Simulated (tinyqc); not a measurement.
Worked calculation: LCCD on RHF in the 3-21g basis, for H3+, spin multiplicity 1. One step of it, computed by the program tinyqc.

Question. Iteration 6 (converged): orbitals. Diagonalise F' = X^T F X, C = X C', fill 1 alpha and 1 beta electrons from the bottom; D = 2 C_occ C_occ^T. Each column has its largest component positive (the first on a tie).

converged F (hartree):
```
           1H 1s      1H 2s      2H 1s      2H 2s      3H 1s      3H 2s
1H 1s  -0.327666  -0.794854  -0.475887  -0.579662  -0.475887  -0.579662
1H 2s  -0.794854  -0.810136  -0.529537  -0.627937  -0.529537  -0.627937
2H 1s  -0.475887  -0.529537  -0.151180  -0.592853  -0.101281  -0.242430
2H 2s  -0.579662  -0.627937  -0.592853  -0.580201  -0.242430  -0.384906
3H 1s  -0.475887  -0.529537  -0.101281  -0.242430  -0.151180  -0.592853
3H 2s  -0.579662  -0.627937  -0.242430  -0.384906  -0.592853  -0.580201
```

X:
```
           1H 1s      1H 2s      2H 1s      2H 2s      3H 1s      3H 2s
1H 1s   1.263342  -0.597068  -0.034702   0.081133  -0.034702   0.081133
1H 2s  -0.597068   2.657073  -0.006930  -1.028735  -0.006930  -1.028735
2H 1s  -0.034702  -0.006930   1.243153  -0.473243   0.003277   0.049014
2H 2s   0.081133  -1.028735  -0.473243   1.793958   0.049014   0.280318
3H 1s  -0.034702  -0.006930   0.003277   0.049014   1.243153  -0.473243
3H 2s   0.081133  -1.028735   0.049014   0.280318  -0.473243   1.793958
```

Give: F' = X^T F X; orbital energies; coefficients C; D after iteration 6.

Answer.

F' = X^T F X (hartree):
```
        1       2       3       4       5       6
1   0.307  -0.714  -0.252  -0.095  -0.252  -0.095
2  -0.714   0.092  -0.162  -0.229  -0.162  -0.229
3  -0.252  -0.162   0.349  -0.561   0.026   0.006
4  -0.095  -0.229  -0.561   0.011   0.006  -0.082
5  -0.252  -0.162   0.026   0.006   0.349  -0.561
6  -0.095  -0.229   0.006  -0.082  -0.561   0.011
```

orbital energies (hartree): MO1 -0.996, MO2 -0.370, MO3 0.005, MO4 0.671, MO5 0.787, MO6 1.023

coefficients C:
```
         MO1     MO2     MO3     MO4     MO5     MO6
1H 1s  0.309   0.000   0.239  -0.583   0.000  -1.215
1H 2s  0.437   0.000   1.985   0.794   0.000   2.185
2H 1s  0.201   0.269  -0.072  -0.758  -0.913   0.498
2H 2s  0.101   0.595  -1.371   0.330   0.963  -1.143
3H 1s  0.201  -0.269  -0.072  -0.758   0.913   0.498
3H 2s  0.101  -0.595  -1.371   0.330  -0.963  -1.143
```

D after iteration 6:
```
       1H 1s  1H 2s  2H 1s  2H 2s  3H 1s  3H 2s
1H 1s  0.191  0.270  0.124  0.062  0.124  0.062
1H 2s  0.270  0.382  0.176  0.088  0.176  0.088
2H 1s  0.124  0.176  0.081  0.041  0.081  0.041
2H 2s  0.062  0.088  0.041  0.020  0.041  0.020
3H 1s  0.124  0.176  0.081  0.041  0.081  0.041
3H 2s  0.062  0.088  0.041  0.020  0.041  0.020
```
